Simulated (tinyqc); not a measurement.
Worked calculation: Hubbard chain of 3 sites. Computed by tinyqc, a small Python program that keeps every step. Settings: hopping = 1.01, U = 9.3, mixing = 0.2, iteration cap = 50. Command: `OMP_NUM_THREADS=1 python tinyqc.py 31794 31795 out.jsonl` (the two numbers bound the seeds that draw the settings). One thread of a shared host (Intel(R) Xeon(R) Processor @ 2.60GHz), about 0.2 s of CPU time with the checks. Later iterations appear only in the table of the cycle.

## Mean-field iteration 1

one-body matrix (hopping and site energies) (eV), lower triangle:
```
           1          2         3
1   0.000000
2  -1.010000   0.000000
3   0.000000  -1.010000  0.000000
```

U = 9.300000 eV

electrons, up and down: 2  2

mixing = 0.200000

n(up) at the start (a guess, not normalised): 1 0.667000, 2 0.667000, 3 0.667000

n(down) at the start (a guess): 1 0.667000, 2 0.667000, 3 0.667000

H(up) = T + U n(down), H(down) = T + U n(up); fill the lowest levels; n(new) = n + mixing (n(out) - n); E = tr T (rho up + rho down) + U sum n_up n_down of the output.

levels, up (eV): 4.774744  6.203100  7.631456

levels, down (eV): 4.774744  6.203100  7.631456

energy = 9.930789 eV

n(up) after iteration 1: 1 0.683600, 2 0.633600, 3 0.683600

n(down) after iteration 1: 1 0.683600, 2 0.633600, 3 0.683600

## Mean-field iteration 2

As before.

levels, up (eV): 4.677825  6.357480  7.572135

levels, down (eV): 4.677825  6.357480  7.572135

energy = 9.684381 eV

n(up) after iteration 2: 1 0.688847, 2 0.622946, 3 0.688847

n(down) after iteration 2: 1 0.688847, 2 0.622946, 3 0.688847

## Mean-field iteration 3

As before.

levels, up (eV): 4.638980  6.406277  7.560695

levels, down (eV): 4.638980  6.406277  7.560695

energy = 9.660096 eV

n(up) after iteration 3: 1 0.690589, 2 0.619333, 3 0.690589

n(down) after iteration 3: 1 0.690589, 2 0.619333, 3 0.690589

## Convergence

Each step fills the lowest levels of T + U n(other spin) and sets n(new) = n + mixing (n(out) - n); stop when output and input agree to 1e-8.

Course of the cycle:
```
iteration      E (eV)  largest |n(out) - n(in)|  mean |n_up - n_down|
1          9.93078860                  1.67e-01              0.000000
2          9.68438133                  5.33e-02              0.000000
3          9.66009583                  1.81e-02              0.000000
4          9.65737937                  6.35e-03              0.000000
5          9.65705578                  2.30e-03              0.000000
6          9.65701633                  8.66e-04              0.000000
7          9.65701148                  3.53e-04              0.000000
8          9.65701088                  1.63e-04              0.000000
9          9.65701081                  8.87e-05              0.000000
10         9.65701080                  5.63e-05              0.000000
11         9.65701080                  3.98e-05              0.000000
...               ...                       ...                   ...
38         9.65701080                  8.65e-08              0.000000
39         9.65701080                  6.92e-08              0.000000
40         9.65701080                  5.54e-08              0.000000
41         9.65701080                  4.43e-08              0.000000
42         9.65701080                  3.54e-08              0.000000
43         9.65701080                  2.84e-08              0.000000
44         9.65701080                  2.27e-08              0.000000
45         9.65701080                  1.81e-08              0.000000
46         9.65701080                  1.45e-08              0.000000
47         9.65701080                  1.16e-08              0.000000
48         9.65701080                  9.29e-09              0.000000
```

local moments n_up - n_down: 1 0.000000, 2 0.000000, 3 0.000000

Converged in 48 iterations. But random starts reach 7.99734 eV, so this is another stationary point, not the lowest one. Reruns (cap 100 unless said): mixing 0.5: not converged; mixing 0.9: not converged. Before convergence this energy mixes input and output and is not variational, so it may rise towards its limit.

## The many-body Hamiltonian

Basis: all placements (u, d, 2, 0 on each site), up operators ordered before down ones; hops carry the sign of the same-spin electrons passed.

H (eV), lower triangle:
```
           220        2ud        u2d        2du        202        ud2        d2u        du2
220  18.600000
2ud  -1.010000   9.300000
u2d   0.000000  -1.010000   9.300000
2du  -1.010000   0.000000   0.000000   9.300000
202   0.000000  -1.010000   0.000000  -1.010000  18.600000
ud2   0.000000   0.000000  -1.010000   0.000000  -1.010000   9.300000
d2u   0.000000   0.000000   0.000000  -1.010000   0.000000   0.000000   9.300000
du2   0.000000   0.000000   0.000000   0.000000  -1.010000   0.000000  -1.010000   9.300000
022   0.000000   0.000000   0.000000   0.000000   0.000000  -1.010000   0.000000  -1.010000

           022
022  18.600000
```

## Exact diagonalisation (9 states)

Lowest levels of the sector, and the double occupancy of the lowest state.

lowest levels (eV): 7.567567  7.871644  9.085568  9.300000  10.402998  10.728356

double occupancy per site = 0.343022

The mean-field solution above lies 2.0894 eV above the exact energy.

## The lowest level by Lanczos steps

From a random start vector (not printed): a_j = <q_j|H|q_j>, b_j = norm of the remainder after orthogonalising; the Ritz value is the lowest eigenvalue of the tridiagonal matrix of a and b so far.

Lanczos:
```
j   a_j (eV)  b_j (eV)  lowest Ritz value (eV)
1  11.274015  2.955373             11.27401453
2  16.820613  3.137556              9.99448527
3   9.589541  1.137787              7.99292448
4  16.766963  3.854868              7.89230105
5  11.147433  0.747740              7.79393653
6   8.855715  1.641293              7.75730012
7  13.725466  4.642189              7.72124085
8  14.334096  0.030155              7.56760676
9   9.086159  7.56e-08              7.56756724
```
